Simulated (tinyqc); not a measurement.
# Heated strip on a layer stack, thermal resistances with spreading: several studies

A long strip of width ws dissipates Pw per length on three layers over a heat sink. Heat is taken to spread at 45 degrees, so the width of the flow grows by twice the depth: w1 = ws + 2 t1, w2 = w1 + 2 t2, w3 = w2 + 2 t3 at the bottoms of the layers. This is a rule of thumb, not a solution of the heat equation.

Parameters, values chosen for the exercise; conductivities close to those of silicon dioxide (layer 1), silicon (layer 2) and solder (layer 3):
```
symbol  value      unit                                     meaning
T0        323         K                       heat-sink temperature
ws        1.2        um                   width of the heated strip
Pw        2.4      W/mm               power per length of the strip
t1      0.074        um                        thickness of layer 1
k1       1.31   W/(m K)                     conductivity of layer 1
Rb        3.8  m^2 K/GW  boundary resistance between layers 1 and 2
t2        100        um                        thickness of layer 2
k2        161   W/(m K)            conductivity of layer 2 at 300 K
p         1.1                    exponent in k2(T) = k2 (300 K/T)^p
t3         20        um                        thickness of layer 3
k3       52.7   W/(m K)                     conductivity of layer 3
```

Each table varies one quantity; the others keep the values above.

## Effect of the width of the heated strip

Resistances times length: layer i, ln(w_i/w_(i-1))/(2 k_i) with w0 = ws; boundary, Rb/w1. From the sink upward: Ta = T0 + Pw R3; across layer 2 the Kirchhoff transform gives Tb^(1-p) = Ta^(1-p) + (1 - p)(300 K)^(-p) Pw R2; Tc = Tb + Pw Rboundary; Tj = Tc + Pw R1. The share is that of R1 + Rboundary in the sum of the four resistances.

Result of one run:

| ws (um) | sum of resistances (K mm/W) | share of layer 1 and boundary (%) | Tj - T0 (K) | (Tj - T0)/Pw (K mm/W) |
|---|---|---|---|---|
| 0.3 | 182.22 | 88.650 | 446.36 | 185.98 |

What becomes of these results when the width of the heated strip ws is changed from 0.3 to 1.3 um, all else the same?

Result of the changed run:

| ws (um) | sum of resistances (K mm/W) | share of layer 1 and boundary (%) | Tj - T0 (K) | (Tj - T0)/Pw (K mm/W) |
|---|---|---|---|---|
| 1.3 | 60.822 | 71.975 | 152.54 | 63.559 |

The whole series:

| ws (um) | sum of resistances (K mm/W) | share of layer 1 and boundary (%) | Tj - T0 (K) | (Tj - T0)/Pw (K mm/W) |
|---|---|---|---|---|
| 0.3 | 182.22 | 88.650 | 446.36 | 185.98 |
| 0.62 | 105.66 | 82.009 | 261.45 | 108.94 |
| 1.3 | 60.822 | 71.975 | 152.54 | 63.559 |
| 2.7 | 36.658 | 59.203 | 93.300 | 38.875 |
| 5.6 | 23.414 | 45.346 | 60.349 | 25.145 |
| 12 | 15.513 | 32.176 | 40.295 | 16.790 |
| 24 | 10.981 | 22.801 | 28.563 | 11.901 |
| 50 | 7.6022 | 15.836 | 19.704 | 8.2102 |

As ws goes from 0.3 to 50 um, Tj - T0 falls from 446 to 19.7 K, on average as ws^(-0.61), and the share of layer 1 and the boundary falls from 88.7 to 15.8 %. For ws = 0.3 to 0.62 um Tj passes 550 K, beyond usual device limits, and k1 and k3 would no longer be constant. In every row a length is under 0.2 um, where phonon mean free paths in a crystal make Fourier conduction rough.

## Effect of the conductivity of layer 2 at 300 K

Same model as above.

Effect of the conductivity of layer 2 at 300 K:

| k2 (W/(m K)) | sum of resistances (K mm/W) | share of layer 1 and boundary (%) | Tj - T0 (K) | (Tj - T0)/Pw (K mm/W) |
|---|---|---|---|---|
| 30 | 132.4 | 35.66 | 447.1 | 186.3 |
| 50 | 98.99 | 47.69 | 284.4 | 118.5 |
| 100 | 73.96 | 63.83 | 191.5 | 79.78 |
| 150 | 65.62 | 71.95 | 164.9 | 68.72 |
| 250 | 58.94 | 80.10 | 145.1 | 60.45 |
| 400 | 55.19 | 85.54 | 134.4 | 56.01 |
| 1000 | 51.43 | 91.79 | 124.1 | 51.71 |
| 2000 | 50.18 | 94.08 | 120.7 | 50.31 |

As k2 goes from 30 to 2000 W/(m K), Tj - T0 falls from 447 to 121 K, on average as k2^(-0.31), and the share of layer 1 and the boundary rises from 35.7 to 94.1 %. For k2 = 30 to 50 W/(m K) Tj passes 550 K, beyond usual device limits, and k1 and k3 would no longer be constant. In every row a length is under 0.2 um, where phonon mean free paths in a crystal make Fourier conduction rough.

## Effect of the thickness of layer 2

Same model as above.

Results:

| t2 (um) | sum of resistances (K mm/W) | share of layer 1 and boundary (%) | Tj - T0 (K) | (Tj - T0)/Pw (K mm/W) |
|---|---|---|---|---|
| 20 | 64.26 | 73.46 | 159.3 | 66.36 |
| 62 | 63.91 | 73.86 | 159.5 | 66.45 |
| 110 | 64.63 | 73.05 | 161.9 | 67.48 |
| 190 | 65.69 | 71.87 | 165.3 | 68.90 |
| 340 | 67.08 | 70.37 | 169.8 | 70.74 |
| 600 | 68.61 | 68.80 | 174.6 | 72.76 |

Estimate the missing row, t2 = 35 um.

Computed row:

| t2 (um) | sum of resistances (K mm/W) | share of layer 1 and boundary (%) | Tj - T0 (K) | (Tj - T0)/Pw (K mm/W) |
|---|---|---|---|---|
| 35 | 63.76 | 74.04 | 158.5 | 66.05 |

With this row back in the table: As t2 goes from 20 to 600 um, Tj - T0 goes from 159.3 through a minimum of 158.5 (at t2 = 35 um among the rows listed) to 174.6 K, on average as t2^(0.03), and the share of layer 1 and the boundary goes from 73.5 through a maximum of 74.0 (at t2 = 35 um among the rows listed) to 68.8 %. The dependence on t2 is logarithmic, since most of the resistance lies close to the narrow source. In every row a length is under 0.2 um, where phonon mean free paths in a crystal make Fourier conduction rough.

tinyqc, about 0.01 s, one thread, Intel Xeon 2.30GHz (shared host): `OMP_NUM_THREADS=1 python tinyqc.py 2520007 2520008 out.jsonl`
